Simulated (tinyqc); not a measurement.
From a target to a composition: model-solid line-up of a strained alloy layer on a substrate.

Problem. A layer of the alloy is strained to the substrate, and its gap (Ec minus the top valence edge) is given. Find x between 0.21 and 0.97, where the gap is monotonic.

All values of the alloy are linear in x but the gap, Eg(x) = (1 - x) Eg_A + x Eg_B - C x (1 - x), and the valence edge, Ev(x) = (1 - x) Ev_A + x Ev_B + fv C x (1 - x); Ec = Ev + Eg. Ev is the top of the unstrained valence band on a scale common to all materials. In the layer only the Gamma valley of the conduction band is followed, also where an X or L valley would lie lower.

Coherent growth on a (001) face: e_par = (a_s - a)/a, e_perp = -2 (C12/C11) e_par; exx = eyy = e_par, ezz = e_perp, no shear.

Strained edges: Ec + ac tr(e); the valence edges are Ev plus the levels of the 6 x 6 matrix of X, Y, Z times spin with -Dso/3 + l exx + m (eyy + ezz) on the diagonal (cyclic), n exy off it, l = av + 2 b, m = av - b, n = sqrt(3) d. Spin-orbit term (Dso/3) L.sigma on X, Y, Z with (L_k)_ij = -i epsilon_kij: <X+|H|Y+> = -i Dso/3, <X+|H|Z-> = Dso/3, <Y+|H|Z-> = -i Dso/3, <Z+|H|X-> = -Dso/3, <Z+|H|Y-> = i Dso/3, <X-|H|Y-> = i Dso/3, and their conjugates; + and - are the spin along z.

Parameters, chosen for this exercise (A near GaP, B near GaAs, substrate near GaAs; the results hold for these values, not for the real material):
- a = (5.445, 5.653) angstrom (lattice constant of A, B)
- Eg = (2.909, 1.526) eV (gap at Gamma to the s-like level of A, B)
- Dso = (0.079, 0.342) eV (spin-orbit splitting of A, B)
- Ev = (-1.26, -0.79) eV (top of the unstrained valence band of A, B)
- ac = (-8.17, -7.26) eV (conduction deformation potential of A, B)
- av = (1.7, 1.17) eV (valence hydrostatic potential of A, B)
- b = (-1.61, -1.97) eV (tetragonal shear potential of A, B)
- d = (-4.61, -4.85) eV (trigonal shear potential of A, B)
- C11 = (139.1, 123.8) GPa (of A, B)
- C12 = (62.2, 57.3) GPa (of A, B)
- C44 = (69.5, 59.9) GPa (of A, B)
- C = 0.224 eV (bowing of the gap)
- fv = 0 (share of the bowing taken by the valence edge)
- a_s = 5.653 angstrom (substrate)
- face = 001 (growth face)

strained gap = 1.905685 eV

Find: x; e_par; gap of the relaxed alloy.

Solution. Bisect on x; the strained gap is 2.1077 eV at x = 0.21 and 1.5466 eV at x = 0.97.

x = 0.470
e_par = 1.989 %
gap of the relaxed alloy = 2.203 eV

Run: tinyqc, `OMP_NUM_THREADS=1 python tinyqc.py 1050228 1050229 out.jsonl`; Intel(R) Xeon(R) Processor @ 2.30GHz, one thread, shared host; about 0.01 s of CPU time with all checks.
